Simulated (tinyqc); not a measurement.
Gated graphene: carriers, quantum capacitance and optical conductivity, step by step. Values are carried at full precision from step to step, so a last printed digit may differ when a step is redone from the rounded ones.

Cones E = +/- hv |k|, four flavours, D(E) = 2|E|/(pi hv^2). n = (2/pi)(kT/hv)^2 F_1(mu/kT), p = (2/pi)(kT/hv)^2 F_1(-mu/kT), in 1/angstrom^2 (1e16 for 1/cm^2); F_1(eta) = integral_0^infinity x dx/(1 + exp(x - eta)). Cq/e^2 = d(n - p)/d mu = (2 kT/(pi hv^2)) ln(2 + 2 cosh(mu/kT)).

Gate: V = mu/e + e (n - p)/Cox with Cox/e^2 = k/(4 pi e2 t), t in angstrom, e2 = e^2/(4 pi eps0); 1/(eV angstrom^2) in C/e^2 equals 1602.176634 microfarad/cm^2; total 1/C = 1/Cox + 1/Cq.

Constants: kB = 8.617333262e-05 eV/K; e^2/(4 pi eps0) = 14.39964547 eV angstrom; fine-structure constant alpha = 0.007297352564.

Values chosen for the exercise (Fermi velocity near that of graphene, gate dielectric near SiO2; the results hold for these values, not for the real material): hv = 6.21 eV angstrom (hbar vF); T = 300 K; k = 3.84 (dielectric constant of the gate layer); t = 10 nm (its thickness); V = -0.6 V (gate voltage from the neutrality point); E = 0.104 eV (photon energy); Gm = 10 meV (intraband damping).

## Chemical potential at the gate voltage

Solve the gate equation for mu.

Cox = 0.3400 microfarad/cm^2
mu = -0.1031 eV
n = 2.04e+09 1/cm^2
p = 1.06e+12 1/cm^2

mu takes 17.2 % of the gate voltage; the zero-temperature rule |mu| = hv sqrt(pi |n - p|) gives 0.1130 eV.

## Quantum capacitance

1/(eV angstrom^2) in C/e^2 equals 1602.176634 microfarad/cm^2; 1/C = 1/Cox + 1/Cq.

Cq = 2.752 microfarad/cm^2
C = 0.3026 microfarad/cm^2
Cq at mu = 0 = 0.9479 microfarad/cm^2

C is 0.890 of Cox.

## Optical conductivity at one energy

Conductivity over sigma0 = e^2/(4 hbar): interband Re = sinh(E/2kT)/(cosh(mu/kT) + cosh(E/2kT)); intraband Re = (8 kT/pi) ln(2 cosh(mu/2kT)) Gm/(E^2 + Gm^2). A free sheet absorbs about pi alpha_f Re(sigma/sigma0), alpha_f the fine-structure constant (alpha among the constants).

Evaluate both parts and the absorption.

interband = 0.1193
intraband = 0.1213
absorption = 0.552 %

E is below 2|mu| = 0.2062 eV; at this temperature interband transitions are mostly Pauli blocked; the universal value is pi alpha_f = 2.293 %.

## Checks

- Cq/e^2 against the finite difference of n - p (1/(eV angstrom^2)): both 0.001717.

Computed by tinyqc, a small Python program: `OMP_NUM_THREADS=1 python tinyqc.py 1680895 1680896 out.jsonl` (the numbers bound the seed that draws the inputs); one thread of a shared host (Intel(R) Xeon(R) Processor @ 2.30GHz), about 0.01 s for the whole set of steps.
